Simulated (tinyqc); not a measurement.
Changing the heat of formation of MSi2: thermodynamics of metal silicides: hull, first phase, silicon consumed, nucleation and stability against SiO2. Computed by tinyqc, a small Python program. Command: `OMP_NUM_THREADS=1 python tinyqc.py 3016122 3016123 out.jsonl silphase sweep`. One thread of a shared host (Intel(R) Xeon(R) Processor @ 2.30GHz), about 0.01 s of CPU time with the checks.

Entropies of formation of the solids are neglected, so heats stand for free energies. Si fractions: M5Si3 0.3750, MSi 0.5000, MSi2 0.6667.

Inputs (values chosen for the exercise, of the order of those of titanium silicides for heats and volumes only): heat of formation of MSi = -63.7 kJ/mol atoms; change of interface energy gamma = 0.33 J/m^2; temperature T = 750 K.

Phases: M5Si3, MSi, MSi2.

volumes of the three phases per mole of M (cm^3/mol): 15.3  18.2  25.7

Constants: e = 1.602176634e-19 C; k_B = 8.617333262e-05 eV/K.

Method. Where free silicon remains, MSi + Si -> MSi2 gains dH = 3 H(MSi2) - 2 H(MSi) per mole of M; per volume dG = |dH|/V(MSi2); r* = 2 gamma/dG, W* = 16 pi gamma^3/(3 dG^2). For comparison the same with MSi forming from the elements, 2 |H(MSi)|/V(MSi).

One run for each value:

| heat of formation of MSi2 (kJ/mol atoms) | dH of the reaction (kJ/mol M) | barrier W* (eV) | critical radius (nm) | W*/(k_B T) |
|---|---|---|---|---|
| -48.5 | -18.1 | 7.58 | 0.937 | 117 |
| -47.6 | -15.4 | 10.47 | 1.101 | 162 |
| -46.7 | -12.7 | 15.39 | 1.336 | 238 |
| -45.7 | -9.7 | 26.38 | 1.749 | 408 |
| -44.8 | -7.0 | 50.66 | 2.423 | 784 |
| -43.9 | -4.3 | 134.25 | 3.945 | 2077 |
| -43.0 | -1.6 | 969.63 | 10.601 | 15003 |

Over the rows, dH of the reaction (kJ/mol M) rises from -18.1 to -1.60; barrier W* (eV) rises from 7.58 to 970; critical radius (nm) rises from 0.937 to 10.6. The driving force vanishes at H(MSi2) = (2/3) H(MSi) = -42.5 kJ/mol, where the barrier diverges as 1/dH^2; small changes by alloying therefore shift the formation temperature much. Left out: -50.3, -49.4 (a phase lies on a tie line).
